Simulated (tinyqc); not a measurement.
From results back to parameters: Wannier function of the lower band of a two-orbital chain. Five cases, with inputs chosen for the exercise.

Problem. A band E(k) = H0 + 2 H1 cos(ka) + 2 H2 cos(2ka) is known at k = 0, pi/2a and pi/a. The values come from hidden hoppings; c = hbar^2/2m0.

Constants: hbar^2/2m0 = 3.80998211 eV angstrom^2.

Case 1.

Values chosen: a = 4.6 angstrom (period).

E (eV): 0 -2.5890, pi/2a -1.1990, pi/a -0.4810

Case 2.

Values chosen: a = 4.7 angstrom (period).

E (eV): 0 -3.2620, pi/2a -1.1900, pi/a -0.2060

Case 3.

Values chosen: a = 5.3 angstrom (period).

E (eV): 0 -2.2720, pi/2a -0.6340, pi/a 0.7320

Case 4.

Values chosen: a = 4.1 angstrom (period).

E (eV): 0 -3.2570, pi/2a -1.8310, pi/a -1.0130

Case 5.

Values chosen: a = 3.7 angstrom (period).

E (eV): 0 -2.6670, pi/2a -2.2510, pi/a -1.4350

Find: H0, H1, H2; m0/m at k = 0.

Solution. H0 = (E0 + 2 E1 + E2)/4, H1 = (E0 - E2)/4, H2 = (E0 - 2 E1 + E2)/8; the curvature at k = 0 gives m0/m = -(H1 + 4 H2) a^2/c.

Case 1.

H0, H1, H2 (eV): -1.367  -0.527  -0.084

m0/m at k = 0 = 4.793

Case 2.

H0, H1, H2 (eV): -1.462  -0.764  -0.136

m0/m at k = 0 = 7.584

Case 3.

H0, H1, H2 (eV): -0.702  -0.751  -0.034

m0/m at k = 0 = 6.540

Case 4.

H0, H1, H2 (eV): -1.983  -0.561  -0.076

m0/m at k = 0 = 3.816

Case 5.

H0, H1, H2 (eV): -2.151  -0.308  0.050

m0/m at k = 0 = 0.388

Computed by tinyqc, one run a case: `OMP_NUM_THREADS=1 python tinyqc.py N N+1 out.jsonl` with N = 1450102, 1450191, 1450213, 1450215, 1450238; one thread of a shared Intel(R) Xeon(R) Processor @ 2.30GHz, about 0.3 s a run at most.
